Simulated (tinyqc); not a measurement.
What each parameter does: sp3s* tight binding.

sp3s* tight binding, nearest neighbours only: anion (a) at 0, cation (c) at a/4 (1,1,1), orbitals s, px, py, pz, s* on each; k in units of 2 pi/a. With phases e_j = exp(i (pi/2) k.n_j) for n = (1,1,1), (1,-1,-1), (-1,1,-1), (-1,-1,1): g0 = (e1+e2+e3+e4)/4, g1 = (e1+e2-e3-e4)/4, g2 = (e1-e2+e3-e4)/4, g3 = (e1-e2-e3+e4)/4. The diagonal holds the levels Esa, Epa, Exa (s*) and Esc, Epc, Exc. Anion-cation block: <sa|sc> = Vss g0; <sa|xc> = Vsapc g1; <xa|sc> = -Vscpa g1; <xa|xc> = Vxx g0; <xa|yc> = <ya|xc> = Vxy g3, <xa|zc> = <za|xc> = Vxy g2, <ya|zc> = <za|yc> = Vxy g1; <s*a|xc> = Vxapc g1; <xa|s*c> = -Vpaxc g1; y and z take g2 and g3 in place of g1; s-s* and s*-s* vanish.

Parameters, chosen for this exercise (near a published set for GaAs, fitted to gaps, whose masses and valley positions are rough; the results hold for these values, not for the real material): Esa = -8.32 eV (s level of the anion); Epa = 1.034 eV (p level of the anion); Esc = -2.676 eV (s level of the cation); Epc = 3.69 eV (p level of the cation); Exa = 8.556 eV (s* level of the anion); Exc = 6.783 eV (s* level of the cation); Vss = -6.463 eV (s-s); Vxx = 1.957 eV (px-px); Vxy = 5.1 eV (px-py); Vsapc = 4.466 eV (s anion, p cation); Vscpa = 5.781 eV (s cation, p anion); Vxapc = 4.807 eV (s* anion, p cation); Vpaxc = 4.807 eV (p anion, s* cation).

Gaps from the top of the valence band at Gamma; Delta is the minimum on (x,0,0), 0.5 <= x <= 1.

Results for these values:
```
case  Ev (eV)  gap Gamma (eV)  gap Delta (eV)  gap L (eV)
base  -0.0030          1.5573          2.0598      1.6929
```

What happens to each result for Esc = -2.876 eV, all else kept?

Answer: Ev does not change at the printed digits; gap Gamma falls from 1.5573 to 1.4179; gap Delta does not change at the printed digits; gap L falls from 1.6929 to 1.6135.

The same for each parameter in turn:
```
case              Ev (eV)  gap Gamma (eV)  gap Delta (eV)  gap L (eV)
base              -0.0030          1.5573          2.0598      1.6929
Vpaxc = 5.107 eV  -0.0030          1.5573          2.0578      1.6523
Esc = -2.876 eV   -0.0030          1.4179          2.0598      1.6135
Vxapc = 5.007 eV  -0.0030          1.5573          1.8888      1.6446
Vxy = 5.3 eV      -0.0030          1.5573          2.0598      1.6367
Exa = 8.256 eV    -0.0030          1.5573          1.9631      1.6673
Vscpa = 5.581 eV  -0.0030          1.5573          2.0598      1.6250
```

Vpaxc, Vxapc, Vxy, Exa and Vscpa cannot move Ev or the gap at Gamma, whose blocks do not hold them; s parameters never move Ev, and move the gap only where the lowest empty level at Gamma is s-like.

Program tinyqc; command `OMP_NUM_THREADS=1 python tinyqc.py 1481708 1481709 out.jsonl`; about 0.1 s on one thread of a shared Intel(R) Xeon(R) Processor @ 2.30GHz.
